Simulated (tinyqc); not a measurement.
Inside a calculation: free-carrier optics of a doped semiconductor (Drude model). Values are carried at full precision from step to step, so a last printed digit may differ when a step is redone from the rounded ones.

eps(E) = ei [1 - Ep^2/(E^2 + i E Gam)], with Ep^2 = 8 pi c (e^2/(4 pi eps0)) N/(m ei), c = hbar^2/2m0, N in 1/angstrom^3 (1e-24 per 1/cm^3); Gam = hbar/tau, tau = mu m m0/e with m0/e = 5.685630e-12 kg/C and mu in m^2/(V s). Energies in meV.

Constants: hbar^2/2m0 = 3.80998211 eV angstrom^2; e^2/(4 pi eps0) = 14.39964547 eV angstrom; hbar = 6.58211957e-16 eV s; hbar c = 1973.269805 eV angstrom.

Parameters, chosen for this exercise (mass and dielectric values near those of Si; N and mu are free inputs; interband absorption and the rise of the mass with filling are left out; not measured data):
- N = 8.7e+17 1/cm^3 (carrier density)
- m = 0.246 m0 (conductivity mass)
- mu = 110 cm^2/(V s) (mobility)
- ei = 11.9 (high-frequency dielectric constant)
- E = 46.4 meV (photon energy)

## Plasma energy and damping

Evaluate Ep, tau, Gam, the plasma wavelength hc/Ep (hc = 1239.841984 eV nm) and the dc resistivity 1/(e N mu), e = 1.602176634e-19 C.

Ep = 20.24 meV
tau = 15.39 fs
Gam = 42.78 meV
plasma wavelength = 61.25 micrometre
rho = 0.0652 ohm cm

Ep/Gam = 0.47: the free-carrier part of eps1 has no zero, and the plasma mode is overdamped (Ep/Gam below 1/2).

## Dielectric function at one energy

Insert the numbers.

free-carrier term = -1.2242+1.1288i
eps = 10.6758+1.1288i

## Optical constants

n + i k = sqrt(eps1 + i eps2) with k >= 0; R = ((n - 1)^2 + k^2)/((n + 1)^2 + k^2) at normal incidence from vacuum; alpha = 2 E k/(hbar c), times 1e8 for 1/cm; loss function Im(-1/eps) = eps2/(eps1^2 + eps2^2).

Convert eps at the photon energy E (in meV) into the optical constants.

n = 3.2719
k = 0.1725
R = 0.2840
alpha = 811 1/cm

Light of this energy penetrates 1/alpha = 12.3 micrometre.

## Checks

- Integral of E eps2 of the free-carrier term against (pi/2) ei Ep^2 (meV^2): both 7659.8.

Program tinyqc; command `OMP_NUM_THREADS=1 python tinyqc.py 1650493 1650494 out.jsonl`; about 0.01 s on one thread of a shared Intel(R) Xeon(R) Processor @ 2.30GHz.
